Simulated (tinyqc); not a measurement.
Band offset of a heterojunction with an interface dipole (two-band chains, self-consistent charge): sweeps and comparisons. A value that a table varies takes the place of the one given here.

Sites alternate A, C. Left: A at -G1/2, C at +G1/2, hopping -t1; right: A at D - G2/2, C at D + G2/2, hopping -t2; the bonds across the two interfaces of a ring (C left to A right, C right to A left) have -sqrt(t1 t2). D is the offset of the mid-gaps, so Ev(right) - Ev(left) = D - (G2 - G1)/2 and Ec(right) - Ec(left) = D + (G2 - G1)/2. The closing bond has its sign reversed (antiperiodic ring). Half the levels are filled with two electrons each. The charge moved is q = (electrons on the left) less one a site; the mean over the two interfaces, q/2, is taken as the charge that crosses each, and its dipole opposes the offset: D = D0 - u q/2.

From here on the ring has 24 cells a side.

Inputs chosen for the exercise (gaps near those of Si and SiO2; the chains and D0 are free models, so the offsets are not those of the real pair; not measured data): G1 = 1.17 eV (gap on the left); G2 = 9.36 eV (gap on the right); t1 = 1.83 eV (hopping on the left); t2 = 2.69 eV (hopping on the right); u = 4.3 eV (potential step per electron moved across); D0 = -1.23 eV (mid-gap of the right side above that of the left, without dipole).

## Where the moved charge sits

D = -1.06162 eV

Electrons in cell k from an interface at the self-consistent D, less those at D = 0. Interface 1 joins C left to A right, interface 2 C right to A left. The decay lengths 1/(2 kappa a) are those of mid-gap states, cosh(kappa a) = 1 + G^2/(8 t^2).

Change of the electron count:

| k | left of 1 | right of 1 | left of 2 | right of 2 |
|---|---|---|---|---|
| 1 | -0.01910 | 0.03062 | -0.02915 | 0.04455 |
| 2 | -0.00694 | 0.00117 | -0.00960 | 0.00185 |
| 3 | -0.00306 | 0.00005 | -0.00412 | 0.00008 |
| 4 | -0.00142 | 0.00000 | -0.00188 | 0.00000 |
| 5 | -0.00067 | 0.00000 | -0.00089 | 0.00000 |
| 6 | -0.00033 | 0.00000 | -0.00043 | 0.00000 |

decay lengths (cells): left 1.571, right 0.318

Over six cells interface 1 moves -0.0315 electrons to the left side and +0.0318 to the right, interface 2 -0.0461 and +0.0465: each change is a dipole, and the two differ because the bonds join different sites. The first cells hold 78 % of it at interface 1. The tail is longer on the left, where the gap is smaller against the hopping: from k = 2 to 4 it falls by a factor 4.89, and pure mid-gap decay would give 3.57; the exponential carries a prefactor that falls as a power of the distance, so the first cells drop faster.

## Screening of the starting offset

chi = 0.071455 1/eV

D0 is varied; the self-consistent D is found by bisection. chi = dq/dD at D = 0; the linear rule is D = S D0 with S = 1/(1 + u chi/2). The gap of the junction closes (type III) at |D| = (G1 + G2)/2.

Against D0:

| 2 D0/(G1 + G2) | D0 (eV) | q at D0 | D (eV) | D/D0 | linear (eV) |
|---|---|---|---|---|---|
| -0.85 | -4.475 | -0.5582 | -3.6565 | 0.8171 | -3.8793 |
| -0.55 | -2.896 | -0.2624 | -2.4496 | 0.8459 | -2.5101 |
| -0.30 | -1.579 | -0.1211 | -1.3594 | 0.8607 | -1.3692 |
| -0.15 | -0.790 | -0.0574 | -0.6834 | 0.8653 | -0.6846 |
| 0.10 | 0.526 | 0.0379 | 0.4560 | 0.8661 | 0.4564 |
| 0.25 | 1.316 | 0.0988 | 1.1353 | 0.8626 | 1.1410 |
| 0.50 | 2.632 | 0.2289 | 2.2366 | 0.8496 | 2.2819 |
| 0.80 | 4.212 | 0.4942 | 3.4650 | 0.8226 | 3.6511 |
| 0.95 | 5.002 | 0.7143 | 4.0270 | 0.8051 | 4.3357 |

D/D0 lies between 0.805 and 0.866, against S = 0.867 from chi at D = 0; the linear rule misses by at most 309 meV. q is odd in D. Less than half of the starting offset is screened, so the natural line-up still counts most.

## Wider gaps screen less

G2 is varied. chi = (q(+0.01) - q(-0.01))/0.02 at D = 0, S = 1/(1 + u chi/2).

Against G2:

| G2 (eV) | chi (1/eV) | S |
|---|---|---|
| 0.7 | 0.57166 | 0.4486 |
| 1.1 | 0.47014 | 0.4973 |
| 1.5 | 0.40061 | 0.5373 |
| 2.3 | 0.30838 | 0.6013 |
| 3.4 | 0.23010 | 0.6690 |
| 5.5 | 0.14495 | 0.7624 |
| 7.0 | 0.10841 | 0.8110 |
| 9.0 | 0.07595 | 0.8596 |

chi falls from 0.5717 to 0.0759 1/eV, a factor 7.5, and S rises from 0.449 to 0.860: charge crosses through the tails of states that tunnel into the other gap, and these shorten as the gap widens. u is kept fixed, though a wider gap also screens less and would raise it.

## What each parameter does

Self-consistent D by bisection, q there, and the two offsets. Each row changes one parameter from the base and keeps the others.

Results:

| case | D (eV) | q | valence offset (eV) | conduction offset (eV) |
|---|---|---|---|---|
| base | -1.0616 | -0.0783 | -5.1566 | 3.0334 |
| G1 = 1.345 eV | -1.0645 | -0.0770 | -5.0720 | 2.9430 |
| G2 = 10.764 eV | -1.0925 | -0.0639 | -5.8895 | 3.7045 |
| t1 = 2.104 eV | -1.0558 | -0.0810 | -5.1508 | 3.0392 |
| t2 = 3.093 eV | -1.0548 | -0.0815 | -5.1498 | 3.0402 |
| D0 = -1.414 eV | -1.2187 | -0.0908 | -5.3137 | 2.8763 |
| u = 4.945 eV | -1.0405 | -0.0767 | -5.1355 | 3.0545 |

The largest shifts from the base row, up to three for each result and ties (the steps differ in size, so this ranks the rows, not the parameters). D (eV): D0 -0.1571, G2 -0.0309, u +0.0212. q: G2 +0.0144, D0 -0.0125, t2 -0.0032. valence offset (eV): G2 -0.7329, D0 -0.1571, G1 +0.0846. conduction offset (eV): G2 +0.6711, D0 -0.1571, G1 -0.0904.

(tinyqc, `OMP_NUM_THREADS=1 python tinyqc.py 1480065 1480066 out.jsonl`, Intel(R) Xeon(R) Processor @ 2.30GHz, 1 thread, shared host, about 0.3 s.)
